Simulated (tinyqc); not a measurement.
# Changing the film density rho

Model: X-ray reflectivity of a thin film on silicon: critical angles, Parratt recursion, fringes and roughness. Computed by tinyqc, a small Python program. Command: `OMP_NUM_THREADS=1 python tinyqc.py 3120703 3120704 out.jsonl xrr sweep`. One thread of a shared host (Intel(R) Xeon(R) Processor @ 2.30GHz), about 0.01 s of CPU time with the checks.

n = 1 - delta + i beta; the classical electron radius is r_e = 2.8179403e-6 nm. Layer 0 is vacuum, 1 the film, 2 the substrate.

Inputs (values chosen for the exercise, modelled on TiN on silicon, copper K-alpha radiation):

| quantity | value | unit |
|---|---|---|
| wavelength lambda | 0.15406 | nm |
| effective electrons per unit mass, film | 0.471 | mol/g |
| beta/delta, film | 0.077 | - |
| film thickness d | 9.76 | nm |
| roughness of the surface sigma_1 | 0.19 | nm |
| roughness of the interface sigma_2 | 0.42 | nm |
| substrate density | 2.33 | g/cm^3 |
| effective electrons per unit mass, substrate | 0.507 | mol/g |
| beta/delta, substrate | 0.023 | - |
| grazing angle theta | 0.889 | degrees |

Constants: N_A = 6.02214076e+23 1/mol.

Method:
- delta = r_e lambda^2 rho_e/(2 pi), rho_e = density x electrons per mass x N_A; critical angle sqrt(2 delta), q_c = 4 sqrt(pi r_e rho_e).
- k_j = (2 pi/lambda) sqrt(sin^2 theta - 2 delta_j + 2 i beta_j); r_ij = (k_i - k_j)/(k_i + k_j) x exp(-2 k_i k_j sigma^2) (Nevot-Croce); r = (r_01 + r_12 p)/(1 + r_01 r_12 p), p = exp(2 i k_1 d); R = |r|^2.
- Far above the critical angle the period is d theta = lambda/(2 d), or 2 pi/d in q; the envelope runs between (|r_01| - |r_12 p|)^2 and (|r_01| + |r_12 p|)^2; contrast = 2 a b/(a^2 + b^2) with a = |r_01|, b = |r_12 p|; roughness factors on the amplitudes are about exp(-q^2 sigma^2/2).

One run for each value:

| film density rho (g/cm^3) | critical angle of the film (degrees) | contrast | reflectivity R |
|---|---|---|---|
| 2.48 | 0.22173 | 0.09863 | 0.0002621 |
| 2.94 | 0.24141 | 0.27696 | 0.0003006 |
| 3.40 | 0.25961 | 0.45342 | 0.0003594 |
| 3.86 | 0.27662 | 0.57344 | 0.0004450 |
| 4.32 | 0.29264 | 0.65612 | 0.0005653 |
| 4.78 | 0.30782 | 0.71468 | 0.0007286 |
| 5.24 | 0.32230 | 0.75735 | 0.0009443 |
| 5.70 | 0.33615 | 0.78921 | 0.0012222 |

What does the table show, and why?

Over the rows, critical angle of the film (degrees) rises from 0.222 to 0.336 (exponent d ln y / d ln x about 0.50 throughout); contrast rises from 0.0986 to 0.789 (exponent d ln y / d ln x 6.1 between the first rows and 0.49 between the last); reflectivity R rises from 2.62e-4 to 0.00122 (exponent d ln y / d ln x 0.81 between the first rows and 3.1 between the last). The exponent of critical angle of the film stays at 0.50: delta is proportional to the density.
